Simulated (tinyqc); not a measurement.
# Worked calculation: carrier lifetime of a p-type layer with SRH, radiative, Auger and surface recombination

tinyqc, about 0.01 s, one thread, Intel Xeon 2.30GHz (shared host): `OMP_NUM_THREADS=1 python tinyqc.py 2300029 2300030 out.jsonl` Printed values are rounded.

Uniform excess density dn = dp (no trapping), n = n0 + dn, p = p0 + dn, Boltzmann statistics, full ionisation. Surfaces enter as a rate 2 S dn/d, which holds while diffusion to them is fast.

Values chosen for this exercise; band and dielectric values close to those of indium phosphide:
```
symbol     value        unit                                      meaning
T            300           K                                  temperature
Eg          1.32          eV                                     band gap
Nc       5.68e17       cm^-3       conduction-band density of states at T
Nv       1.09e19       cm^-3          valence-band density of states at T
B       1.22e-10      cm^3/s                        radiative coefficient
N         1.9e15       cm^-3                             acceptor density
Cn         3e-30      cm^6/s            Auger coefficient (two electrons)
Cp       2.1e-30      cm^6/s                Auger coefficient (two holes)
Nt        1.9e10       cm^-3                                 trap density
sn         5e-14        cm^2          capture cross-section for electrons
sp         1e-15        cm^2              capture cross-section for holes
vth        1.7e7        cm/s             thermal velocity (both carriers)
Et           0.7          eV         trap level below the conduction band
S            200        cm/s  surface recombination velocity (both faces)
d             90          um                             sample thickness
G         3.3e21  cm^-3 s^-1                              generation rate
```

Constants: q = 1.602176634e-19 C, kB = 1.380649e-23 J/K, Vt = kB T/q. Results are converted to the units shown.

## Equilibrium densities and SRH constants

ni = sqrt(Nc Nv) exp(-Eg/(2 Vt)), Eg in volts; majority density N/2 + sqrt(N^2/4 + ni^2), n0 p0 = ni^2; n1 = Nc exp(-Et/Vt), p1 = Nv exp((Et - Eg)/Vt); tn0 = 1/(sn vth Nt), tp0 = 1/(sp vth Nt).

ni = 2.03411e7 cm^-3
n0 = 0.217770 cm^-3
p0 = 1.9e15 cm^-3
n1 = 9.88248e5 cm^-3
p1 = 4.18683e8 cm^-3
tn0 = 6.19195e-5 s
tp0 = 0.00309598 s

## Starting value

dn = 8e14 cm^-3.

dn at the start = 8e14 cm^-3

## Iteration 1: new dn

With e = n p - ni^2 = dn (n0 + p0 + dn): U_SRH = e/(tp0 (n + n1) + tn0 (p + p1)), U_rad = B e, U_Aug = (Cn n + Cp p) e, U_s = 2 S dn/d. Newton step on ln U(ln dn) = ln G, U the sum: k = d ln U/d ln dn (central difference over factors 1.0001), dn(new) = dn (G/U)^(1/k).

U_SRH = 8.16955e17 cm^-3 s^-1
U_rad = 2.63520e20 cm^-3 s^-1
U_Aug = 1.74312e16 cm^-3 s^-1
U_s = 3.55556e19 cm^-3 s^-1
k = 1.25860
dn after iteration 1 = 5.37796e15 cm^-3

## Iteration 2: new dn

As before.

U_SRH = 2.28883e18 cm^-3 s^-1
U_rad = 4.77516e21 cm^-3 s^-1
U_Aug = 1.22971e18 cm^-3 s^-1
U_s = 2.39021e20 cm^-3 s^-1
k = 1.70350
dn after iteration 2 = 4.20518e15 cm^-3

## Course of the iteration

Stop when the step is below 1e-10 of the value, or after 40 iterations.

Course of the iteration:
```
iteration,dn before the step (cm^-3),step (cm^-3)
1,8e14,4.58e15
2,5.37796e15,-1.17e15
3,4.20518e15,-1.66e13
4,4.18857e15,-4.54e9
5,4.18856e15,< 1e3
```

Converged in 5 iterations.

## Lifetime, shares and quasi-Fermi splitting

converged dn = 4.18856e15 cm^-3

With e = n p - ni^2 = dn (n0 + p0 + dn): U_SRH = e/(tp0 (n + n1) + tn0 (p + p1)), U_rad = B e, U_Aug = (Cn n + Cp p) e, U_s = 2 S dn/d. tau = dn/U, shares of U, splitting Vt ln(n p/ni^2), radiative efficiency U_rad/U.

tau = 1.26926e-6 s
shares (%): SRH 0.0579, radiative 94.2813, Auger 0.0196, surface 5.6412
quasi-Fermi splitting = 0.999439 V

Radiative recombination takes the largest share. dn is 2.2 times the doping: intermediate injection.
